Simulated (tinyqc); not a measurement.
Worked calculation: BCS gap equation with a constant attraction inside the Debye window. Computed by tinyqc, a small Python program that keeps every step. Command: `OMP_NUM_THREADS=1 python tinyqc.py 3012634 3012635 out.jsonl bcs walk`. One thread of a shared host (Intel(R) Xeon(R) Processor @ 2.30GHz), about 0.01 s of CPU time with the checks. Intermediate numbers are printed to about 6 digits and carried at full precision; extremes and crossings named in words are read from the listed rows.

Pairs attract with strength V for |xi| < k_B Theta; N(0) is the density of states for one spin. Energies are given as temperatures (E/k_B, in K) unless marked.

Inputs (values chosen for the exercise, modelled on titanium nitride):
```
quantity                  value      unit
coupling N(0)V            0.213         -
Debye temperature Theta     548         K
temperature T              4.72         K
Fermi velocity v_F       660000       m/s
electron density n         4.99  1e28/m^3
mean free path l             31        nm
junction resistance R_n     7.8  kilo-ohm
```

Solver: secant.

Constants: k_B = 8.617333262e-05 eV/K; hbar = 1.054571817e-34 J s; k_B = 1.380649e-23 J/K; m_0 = 9.1093837015e-31 kg; eps_0 = 8.8541878128e-12 F/m; c = 299792458 m/s; e = 1.602176634e-19 C; h = 6.62607015e-34 J s.

## Gap at zero temperature

At T = 0 the gap equation 1/(N(0)V) = int_0^Theta d xi/sqrt(xi^2 + Delta^2) has the integral arcsinh(Theta/Delta), so Delta_0 = Theta/sinh(1/(N(0)V)); weak coupling gives 2 Theta exp(-1/(N(0)V)).

Delta_0 = 10.0209 K

weak-coupling Delta_0 = 10.0200 K

Delta_0 in meV = 0.863532 meV

## Critical temperature

Gap equation: 1/(N(0)V) = I(Delta, T) = int_0^Theta tanh(E/2T)/E d xi, E = sqrt(xi^2 + Delta^2); 64 Gauss-Legendre points in y with xi = max(Delta, T) sinh(y). T_c solves I(0, T_c) = 1/(N(0)V); the weak-coupling form is T_c = (2 e^C/pi) Theta exp(-1/(N(0)V)) with Euler's C = 0.5772157, and 2 Delta_0/T_c then tends to 2 pi e^-C = 3.528.

T_c = 5.68069 K

weak-coupling T_c = 5.68069 K

2 Delta_0/T_c = 3.52805

T_c/Theta = 0.0104; the ratio lies +0.01 % from 3.528, so the universal weak-coupling laws hold.

## One evaluation of the gap equation

Take Delta = Delta_0 as the trial; the fixed-point update is Delta(new) = N(0)V Delta I(Delta, T).

I(Delta_0, T) = 4.51429

updated Delta = 9.63552 K

## Gap at temperature T

Residual r = N(0)V I - 1, with Delta_0 = Theta/sinh(1/(N(0)V)). Secant steps in Delta^2, from Delta_0 and 0.9 Delta_0, with Delta^2 kept at or above 1e-6 K^2. Stop when |r| < 1e-9 or after 40 steps.

Iterations:
```
step  Delta (K)    residual r
1       6.23076   4.27948e-03
2       6.68770  -4.13902e-04
3       6.64866  -5.98777e-06
4       6.64809   8.48021e-09
5       6.64809  -1.73639e-13
```

converged (1 yes, 0 no) = 1

Delta(T) = 6.64809 K

Converged in 5 steps: Delta(T)/Delta_0 = 0.6634 at T/T_c = 0.831.

## Lengths and fields

xi_0 = hbar v_F/(pi Delta_0); lambda_L = sqrt(m_0 eps_0 c^2/(n e^2)); N(0) = 3 n/(2 m_0 v_F^2) for one spin; condensation energy N(0) Delta_0^2/2 = B_c^2/(2 mu_0), mu_0 = 1/(eps_0 c^2); with scattering lambda = lambda_L sqrt(1 + xi_0/l) in the local limit (where xi_0 and l both exceed lambda, nonlocal response makes the true depth larger); Ginzburg-Landau kappa = 0.96 lambda_L/xi_0 + 0.72 lambda_L/l. Free-electron mass throughout; heavier carriers, as in niobium or vanadium, give a larger lambda_L and kappa and can make the metal type II.

coherence length xi_0 = 160.133 nm

London depth lambda_L = 23.7891 nm

critical field B_c(0) = 67.3599 mT

depth with scattering = 59.0699 nm

Ginzburg-Landau kappa = 0.695138

Kappa lies below 1/sqrt(2): type I, and the sample is dirty, l well below xi_0.

## A tunnel junction of this metal

Ambegaokar-Baratoff: I_c R_n = (pi Delta/(2e)) tanh(Delta/2T); Josephson energy E_J = hbar I_c/(2e), given as E_J/h; inductance hbar/(2 e I_c); thermal quasiparticle fraction x = n_qp/(2 N(0) Delta) = sqrt(2 pi T/Delta) exp(-Delta/T), valid for T well below Delta.

I_c R_n = 546.284 microvolt

critical current I_c = 70.0364 nA

E_J/h = 34.7859 GHz

Josephson inductance = 4.69907 nH

quasiparticle fraction x = 0.516430

Caution: T is not small against Delta, so the quasiparticle formula is only a rough guide.

## Gap and superfluid density against temperature

Interpolation tanh(1.74 sqrt(T_c/T - 1)); near T_c, 1.74 sqrt(1 - T/T_c). Clean-limit superfluid fraction 1 - (1/2T) int_0^(40 T) cosh^-2(E/2T) d xi (64 points); two-fluid rule 1 - (T/T_c)^4.

Reduced quantities:
```
T/T_c  Delta/Delta_0  tanh form  square-root form  superfluid fraction  two-fluid rule
0.10        1.000000   0.999942           1.65071             1.000000        0.999900
0.20        0.999877   0.998104           1.55630             0.998854        0.998400
0.30        0.997125   0.990221           1.45579             0.981769        0.991900
0.40        0.985037   0.972207           1.34780             0.927946        0.974400
0.50        0.956893   0.940227           1.23037             0.834081        0.937500
0.60        0.907006   0.889746           1.10047             0.706731        0.870400
0.70        0.828788   0.814110           0.95304             0.553778        0.759900
0.80        0.711062   0.701374           0.77815             0.381841        0.590400
0.90        0.526360   0.522665           0.55024             0.195988        0.343900
0.95        0.380332   0.379250           0.38908             0.099065        0.185494
0.98        0.243593   0.243575           0.24607             0.039862        0.077632
```

The tanh form misses the gap by at most about 0.017 (at T/T_c = 0.6); the square-root form is within 3 % only from T/T_c = 0.95. The gap keeps 99 % of Delta_0 up to T/T_c = 0.3, since quasiparticles are exponentially few. The two-fluid rule exceeds the BCS superfluid fraction most, by 0.21, at T/T_c = 0.8.

Checks made by the program: weak-coupling T_c, allowing for terms of order exp(-Theta/T_c) (relative difference below 1e-10).
